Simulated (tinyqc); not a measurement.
# Tunnelling through a two-layer gate stack, WKB transmission and Tsu-Esaki current, step by step

Numbers from tinyqc (`OMP_NUM_THREADS=1 python tinyqc.py 2540069 2540070 out.jsonl`; about 0.02 s on one thread of a shared Intel Xeon 2.30GHz). Printed values are rounded.

Electrons leave the emitter at x = 0. Energies E (motion across the layers) are in eV from the emitter Fermi level; the collector Fermi level lies at -V and offers states at every E. No charge in the dielectric and no image force: F1 = V/(t1 + t2 eps1/eps2), F2 = F1 eps1/eps2; U = phi1 - F1 x in layer 1 and phi2 - F1 t1 - F2 (x - t1) in layer 2. With C = hbar^2/(2 m0), kappa = sqrt(m (U - E)/C) where U > E and 0 elsewhere; T(E) = exp(-S), S = 2 times the integral of kappa over x.

Parameters, values chosen for the exercise; layer 1 close to silicon dioxide, layer 2 close to hafnium oxide: temperature T = 300 K; Fermi energy of the emitter above its band bottom Ef = 0.33 eV; emitter mass in the supply function me = 0.2 m0; barrier of layer 1 above the emitter Fermi level at zero bias phi1 = 3.24 eV; tunnelling mass of layer 1 m1 = 0.49 m0; thickness of layer 1 t1 = 0.8 nm; relative permittivity of layer 1 eps1 = 3.87; barrier of layer 2 at zero bias phi2 = 1.53 eV; tunnelling mass of layer 2 m2 = 0.19 m0; thickness of layer 2 t2 = 3.2 nm; relative permittivity of layer 2 eps2 = 22.9; voltage across the dielectric V = 1.4 V; energy of the electron followed E = -0.22 eV; cells in each layer nc = 6; lower end of the energy grid Ea = -0.33 eV; upper end of the energy grid Eb = 0.36 eV; points of the energy grid nE = 13.

Constants: q = 1.602176634e-19 C, kB = 1.380649e-23 J/K, hbar = 1.054571817e-34 J s, m0 = 9.1093837015e-31 kg, Vt = kB T/q, hbar^2/(2 m0) = 0.0380998212 eV nm^2. Results are converted to the units shown.

Range of the model: The field of 10.4 MV/cm is more than most gate dielectrics sustain; the model ignores breakdown.

## Fields and band edges

F1 = V/(t1 + t2 eps1/eps2), F2 = F1 eps1/eps2; U = phi1 - F1 x in layer 1 and phi2 - F1 t1 - F2 (x - t1) in layer 2. EOT = 3.9 (t1/eps1 + t2/eps2).

F1 = 10.44164 MV/cm
F2 = 1.764591 MV/cm
U at the end of layer 1 = 2.404669 eV
U at the start of layer 2 = 0.6946691 eV
U at the end of layer 2 = 0.13 eV
EOT = 1.351180 nm

## WKB exponent by the midpoint rule

Cut each layer into nc equal cells, take U and kappa at the cell centres, and sum S = 2 sum kappa h.

```
cell	x (nm)	U (eV)	kappa (1/nm)
0	0.066667	3.170389	6.603305
1	0.200000	3.031167	6.466306
2	0.333333	2.891945	6.326340
3	0.466667	2.752724	6.183208
4	0.600000	2.613502	6.036682
5	0.733333	2.474280	5.886511
6	1.066667	0.647613	2.080072
7	1.600000	0.553502	1.964020
8	2.133333	0.459390	1.840666
9	2.666667	0.365279	1.708428
10	3.200000	0.271167	1.565057
11	3.733333	0.177056	1.407152
```

S = 21.27038
T(E) = 5.786157e-10

## WKB exponent in closed form

Each layer adds (2/F) sqrt(m/C) [G(u at its left edge) - G(u at its right edge)] to S, with u = U - E (0 where negative) and G(u) = (2/3) u^1.5. The slope follows from 1/d = -dS/dE.

S = 21.26716
T(E) = 5.804822e-10
energy d over which T(E) grows by a factor e = 0.091900 eV

The midpoint rule gives S = 21.270, so its T(E) is 0.32 % below this value. The band edge stays above E through the whole stack: direct tunnelling through a trapezoid.

## Current density on a coarse energy grid

J = J0 times the integral of T(E) N(E) dE, N = ln[(1 + exp(-E/Vt))/(1 + exp((-E - V)/Vt))], J0 = q^2 me m0 kB T/(2 pi^2 hbar^3) (times 1e-4 for A/cm^2 per eV), by Simpson's rule on nE equally spaced points from Ea to Eb.

```
point	E (eV)	T(E)	N	T(E) N
0	-0.3300000	1.837068e-10	12.76497	2.345013e-9
1	-0.2725000	3.315158e-10	10.54080	3.494441e-9
2	-0.2150000	6.130044e-10	8.316816	5.098244e-9
3	-0.1575000	1.166141e-9	6.094630	7.107195e-9
4	-0.1000000	2.294718e-9	3.888854	8.923823e-9
5	-0.0425000	4.707337e-9	1.820621	8.570278e-9
6	0.0150000	1.018933e-8	0.4445396	4.529559e-9
7	0.0725000	2.379026e-8	0.05877968	1.398384e-9
8	0.1300000	6.393908e-8	0.006526467	4.172963e-10
9	0.1875000	2.053288e-7	7.079212e-4	1.453566e-10
10	0.2450000	6.224234e-7	7.658867e-5	4.767058e-11
11	0.3025000	1.774606e-6	8.283652e-6	1.470022e-11
12	0.3600000	4.737897e-6	8.959133e-7	4.244745e-12
```

J0 = 8.367314e7 A/(cm^2 eV)
J = 0.1977468 A/cm^2

The integrand peaks at E = -0.100 eV among these points. A converged quadrature from -Ef to above the barrier gives 0.1973 A/cm^2; this grid is 0.23 % above that.
